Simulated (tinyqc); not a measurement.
Resistance of a source-drain extension with a graded tip: two steps of the calculation.

y runs along the channel, the gate covers y > 0. The doping is N0 for y < y0 and N0 10^(-(y - y0)/la) beyond, uniform over the depth xj. Sheet conductance s(y) = q mu(N) max(N - Nch, 0) xj + (for y > 0) ma Cox Vo, with mu(N) = u0 + (u1 - u0)/(1 + (N/Nr)^au) and Cox = eps0 eox/tox. Current is taken as one-dimensional; depletion of the tip, spreading and the contact are left out. The metallurgical junction lies at yj, where N = Nch.

Values chosen for this exercise; mobility law close to that of electrons in silicon: relative permittivity of the gate insulator (close to zirconium oxide) eox = 25.1; insulator thickness tox = 3.9 nm; active doping of the extension far from the gate N0 = 5.6e19 cm^-3; lateral abruptness la = 2.8 nm/decade; position under the gate where the fall begins (gate edge at 0) y0 = 1.3 nm; depth of the extension xj = 25 nm; channel doping Nch = 1.6e18 cm^-3; gate overdrive Vo = 0.42 V; mobility of the gate-induced layer ma = 89 cm^2/(V s); mobility at low doping u1 = 1414 cm^2/(V s); mobility at high doping u0 = 68.5 cm^2/(V s); reference doping Nr = 9.2e16 cm^-3; exponent au = 0.711; gate length Lg = 90 nm.

Constants: q = 1.602176634e-19 C, eps0 = 8.8541878128e-14 F/cm where lengths are in cm. Results are converted to the units shown.

Problem 1. Sheet resistances and junction position. yj = y0 + la log10(N0/Nch); sheet resistance of the full extension 1/[q mu(N0)(N0 - Nch) xj] and of the gate-induced layer 1/(ma Cox Vo); metallurgical length Lg - 2 yj; ye is where the doped and the gate-induced conductances are equal.

Wanted: yj; sheet resistance of the extension; sheet resistance of the induced layer; metallurgical length; ye; N at ye.

Solution 1.

yj = 5.6234 nm
sheet resistance of the extension = 556.61 ohm/square
sheet resistance of the induced layer = 4694.6 ohm/square
metallurgical length = 78.753 nm
ye = 4.1364 nm
N at ye = 5.4350e18 cm^-3

The gate takes over 1.49 nm before the junction, where N is still 3.40 times the channel doping.

Problem 2. Resistance of the overlapped part. Midpoint rule on 11 equal steps from 0 to yj: R_ov = sum h/s(y), per width.

Find: y; N; doped conductance; sheet resistance; R_ov.

Solution 2.

| point | y (nm) | N (cm^-3) | doped conductance (uS) | sheet resistance (ohm/square) |
|---|---|---|---|---|
| 0 | 0.2556 | 5.600e19 | 1797 | 497.6 |
| 1 | 0.7668 | 5.600e19 | 1797 | 497.6 |
| 2 | 1.278 | 5.600e19 | 1797 | 497.6 |
| 3 | 1.789 | 3.745e19 | 1249 | 683.8 |
| 4 | 2.300 | 2.460e19 | 859.8 | 932.2 |
| 5 | 2.812 | 1.615e19 | 593.3 | 1240 |
| 6 | 3.323 | 1.061e19 | 407.8 | 1611 |
| 7 | 3.834 | 6.969e18 | 274.8 | 2050 |
| 8 | 4.345 | 4.577e18 | 175.6 | 2573 |
| 9 | 4.857 | 3.006e18 | 97.18 | 3224 |
| 10 | 5.368 | 1.974e18 | 30.75 | 4102 |

R_ov = 9.156 ohm um

Computed by the program tinyqc: `OMP_NUM_THREADS=1 python tinyqc.py 2282111 2282112 out.jsonl`, one thread of a shared Intel Xeon 2.30GHz, about 0.03 s for the whole run.
